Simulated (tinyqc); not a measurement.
Metal gate on a two-layer dielectric stack with fixed charge and a dipole: threshold against doping.

Gate, layer 2, layer 1, p-type semiconductor; x runs from the gate inwards. Charges are counted in units of +q. psi is the band bending at the surface, positive towards inversion. Classical charge, Boltzmann statistics, no interface traps.

EOT = 3.9 (t1/e1 + t2/e2), Cox = eps0/(t1/e1 + t2/e2); phi_ms = pM - (chi + Eg - Vt ln(Nv/Na)). Vfb = phi_ms + Vd - (q/eps0) [Q1 (t1/e1 + t2/e2) + Q2 t2/e2 + r1 (t1^2/(2 e1) + t1 t2/e2) + r2 t2^2/(2 e2)]: each charge counts with its electrical distance from the gate. ni = sqrt(Nc Nv) exp(-Eg/(2 Vt)), Eg in volts, pB = Vt ln(Na/ni), Vth = Vfb + 2 pB + sqrt(4 q eps0 eps_r Na pB)/Cox.

Inputs (values chosen for the exercise); band and dielectric values close to those of silicon, layer 1 close to silicon dioxide, layer 2 close to hafnium oxide:

| symbol | value | unit | meaning |
|---|---|---|---|
| T | 350 | K | temperature |
| Eg | 1.12 | eV | band gap |
| eps_r | 11.8 |  | relative permittivity |
| Nc | 3.53e19 | cm^-3 | conduction-band density of states at T |
| Nv | 3.38e19 | cm^-3 | valence-band density of states at T |
| chi | 4 | eV | electron affinity |
| pM | 4.51 | eV | work function of the gate metal |
| t1 | 1.2 | nm | thickness of layer 1, next to the semiconductor |
| e1 | 3.82 |  | relative permittivity of layer 1 |
| t2 | 5 | nm | thickness of layer 2, next to the gate |
| e2 | 21.9 |  | relative permittivity of layer 2 |
| Q1 | 1.3e12 | cm^-2 | fixed charge at the semiconductor interface |
| Q2 | 1.8e12 | cm^-2 | fixed charge between the layers |
| r1 | 0 | cm^-3 | uniform charge density in layer 1 |
| r2 | 0 | cm^-3 | uniform charge density in layer 2 |
| Vd | 0 | V | flat-band shift by a dipole layer between the layers |

Constants: q = 1.602176634e-19 C, kB = 1.380649e-23 J/K, Vt = kB T/q, eps0 = 8.8541878128e-14 F/cm where lengths are in cm. Results are converted to the units shown.

Result of one run:
```
Na (cm^-3),phi_ms (V),2 pB (V),Qd/Cox (V),Vth (V)
8.3e17,-0.4982,0.8951,0.3055,0.5005
```

What becomes of these results when the acceptor density Na is changed from 8.3e17 to 2.5e18 cm^-3, all else the same?

Result of the changed run:
```
Na (cm^-3),phi_ms (V),2 pB (V),Qd/Cox (V),Vth (V)
2.5e18,-0.5315,0.9616,0.5496,0.7778
```

The whole series:
```
Na (cm^-3),phi_ms (V),2 pB (V),Qd/Cox (V),Vth (V)
1.2e15,-0.3010,0.5006,0.008689,0.006389
3.5e15,-0.3333,0.5652,0.01577,0.04575
1e16,-0.3649,0.6285,0.02810,0.08975
3.1e16,-0.3990,0.6968,0.05210,0.1479
9.4e16,-0.4325,0.7637,0.09498,0.2242
2.8e17,-0.4654,0.8295,0.1708,0.3330
8.3e17,-0.4982,0.8951,0.3055,0.5005
2.5e18,-0.5315,0.9616,0.5496,0.7778
```

Vth rises from 0.00639 to 0.778 V. Of the change, phi_ms + 2 pB gives 230 mV (Vt ln 10 a decade) and the depletion charge 541 mV, growing as Na^(0.54).

tinyqc, about 0.01 s, one thread, Intel Xeon 2.30GHz (shared host): `OMP_NUM_THREADS=1 python tinyqc.py 2010087 2010088 out.jsonl`
